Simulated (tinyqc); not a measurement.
What moves the order: mean-field antiferromagnet of the Hubbard model on the square lattice.

e(k) = -2 t (cx + cy) - 4 t2 cx cy, ci = cos ki; one electron a site; Q = (pi, pi). <n_up - n_dn> = m cos(Q.R) gives Delta = U m/2 and bands E = e+ -/+ sqrt(e-^2 + Delta^2), e+- = (e(k) +- e(k + Q))/2 (the constant U/2 is dropped). Means run over the mesh k_i = 2 pi (j + 1/2)/N of the whole zone: mu from mean(f(E-) + f(E+)) = 1; m(out) = mean of Delta (f(E-) - f(E+))/sqrt(e-^2 + Delta^2); free energy per site F = -kT mean[ln(1 + exp(-(E- - mu)/kT)) + ln(1 + exp(-(E+ - mu)/kT))] + mu + U m^2/4. Order at T > 0 in two dimensions is an artefact of mean field.

Constants: kB = 8.617333262e-05 eV/K.

Parameters, chosen for this exercise: t = 0.7 eV (nearest hopping); t2 = 0 eV (second hopping); U = 3.28 eV (on-site repulsion); T = 300 K.

Mesh N = 48, start m = 0.9; the gap (negative: overlap) is read for that Delta on the unshifted mesh N = 64.

Results for these values:
```
case       m  Delta (eV)  gap (eV)
base  0.7502      1.2303    2.4607
```

What happens to each result for t2 = -0.035 eV, all else kept?

Answer: m does not change at the printed digits; Delta does not change at the printed digits; gap falls from 2.4607 to 2.3207.

The same for each parameter in turn:
```
case                 m  Delta (eV)  gap (eV)
base            0.7502      1.2303    2.4607
U = 3.608 eV    0.7823      1.4113    2.8226
t = 0.77 eV     0.7152      1.1730    2.3459
t2 = -0.035 eV  0.7502      1.2303    2.3207
T = 900 K       0.7502      1.2303    2.4607
```

Program tinyqc; command `OMP_NUM_THREADS=1 python tinyqc.py 1650653 1650654 out.jsonl`; about 0.2 s on one thread of a shared Intel(R) Xeon(R) Processor @ 2.30GHz.
